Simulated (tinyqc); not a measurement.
# Worked calculation: n-type polysilicon, carrier trapping at grain boundaries

tinyqc, about 0.01 s, one thread, Intel Xeon 2.30GHz (shared host): `OMP_NUM_THREADS=1 python tinyqc.py 2830068 2830069 out.jsonl` Printed values are rounded.

One-dimensional grains of size Lg, uniform ionised doping N, monovalent traps Qt at each boundary at a depth Et below (for electrons) or above (for holes) the band edge there, abrupt depletion of width W on each side of a boundary, Boltzmann statistics. xi is the distance from the band edge at the grain centre to the Fermi level. Trapped charge Qt/(1 + exp((xi + VB - Et)/Vt)) = 2 N W, barrier VB = q N W^2/(2 eps0 eps_r).

Parameters, values chosen for the exercise; values of the order met in polycrystalline silicon:

| symbol | value | unit | meaning |
|---|---|---|---|
| T | 350 | K | temperature |
| eps_r | 11.7 |  | relative permittivity |
| NB | 3.53e19 | cm^-3 | conduction-band density of states at T |
| Lg | 55 | nm | grain size |
| Qt | 5.6e11 | cm^-2 | trap density of a grain boundary |
| Et | 0.41 | eV | depth of the trap level from the majority band edge at the boundary |
| ms | 0.56 | m0 | mass for thermionic emission |
| fe | 0.5 |  | correction factor of the emission rate |
| N | 2.1e16 | cm^-3 | doping |

Constants: q = 1.602176634e-19 C, kB = 1.380649e-23 J/K, m0 = 9.1093837015e-31 kg, Vt = kB T/q, eps0 = 8.8541878128e-14 F/cm where lengths are in cm. Results are converted to the units shown.

Range of the model: VB is below Vt, where abrupt depletion and thermionic emission are rough.

## Depletion width, Fermi level and barrier

If the trap equation with xi = Vt ln(NB/N) has a root W < Lg/2, the grain is partly depleted; otherwise W = Lg/2 and the trap equation gives xi = Et - VB + Vt ln(Qt/(N Lg) - 1). N* = Qt/Lg.

N* = 1.018182e17 cm^-3
W = 27.5 nm
xi = 0.4383660 V
VB = 0.01228091 V
share of traps filled = 0.2062500

N is 0.206 N*, and the grain is fully depleted; VB = 0.407 Vt.

## Resistivity and effective mobility

n0 = NB exp(-xi/Vt); mean density n0 (1 - 2 W/Lg) by charge balance in a partly depleted grain, and n0 (sqrt(pi)/2) erf(u)/u with u = sqrt(VB/Vt) in a fully depleted one; v = sqrt(kB T/(2 pi ms m0)); barrier resistivity Vt exp(VB/Vt)/(q fe n0 v Lg); grain resistivity (1 - 2 W/Lg)/(q n0 mug); effective mobility 1/(q mean density total resistivity).

n0 = 1.720212e13 cm^-3
mean density = 1.512693e13 cm^-3
v = 3.882820e6 cm/s
barrier resistivity = 1539.947 ohm cm
grain resistivity = 0.000000 ohm cm
resistivity = 1539.947 ohm cm
effective mobility = 267.9372 cm^2/(V s)

The resistivity is 223 times that of a single crystal with the same N and mobility mug, and the mean density is 0.0720 % of N. The effective mobility exceeds mug only because drift through the depleted grain is left out.
